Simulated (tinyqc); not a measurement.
What each integral does: Slater-Koster d bands of a bcc metal.

Parameters, chosen for this exercise (of the size met in W; not measured data):
```
symbol  value   unit  meaning
dds     -1.45   eV    dd sigma
ddp     0.899   eV    dd pi
ddd     -0.072  eV    dd delta
f2      0.49          factor on all three integrals for second neighbours
```

Levels at Gamma, E(t2g) = (8/3) dds + (16/9) ddp + (32/9) ddd + f2 (4 ddp + 2 ddd), E(eg) = (16/3) ddp + (8/3) ddd + f2 (3 dds + 3 ddd), and W = sqrt(12 mu2), the width of a rectangular band with the same second moment mu2 = z (dds^2 + 2 ddp^2 + 2 ddd^2)/5, z = 8 + 6 f2^2. Each row changes one parameter from the base and keeps the others.

Results:
```
case              t2g (eV)  eg (eV)  W (eV)
base               -0.8330   2.3653  9.1922
dds = -1.2325 eV   -0.2530   2.6851  8.4425
ddp = 0.7641 eV    -1.3372   1.6459  8.6214
ddd = -0.0612 eV   -0.7840   2.4100  9.1886
f2 = 0.5635        -0.5792   2.0297  9.4156
```

The largest shifts from the base row, up to three for each result and ties (the steps differ in size, so this ranks the rows, not the parameters). t2g (eV): dds +0.5800, ddp -0.5042, f2 +0.2537. eg (eV): ddp -0.7195, f2 -0.3356, dds +0.3197. W (eV): dds -0.7496, ddp -0.5707, f2 +0.2235. The ratio of the shifts of t2g and eg names the integral: it is the ratio of the coefficients in the two formulas.

tinyqc: `OMP_NUM_THREADS=1 python tinyqc.py 1450640 1450641 out.jsonl`; about 0.03 s, one thread, shared Intel(R) Xeon(R) Processor @ 2.30GHz.
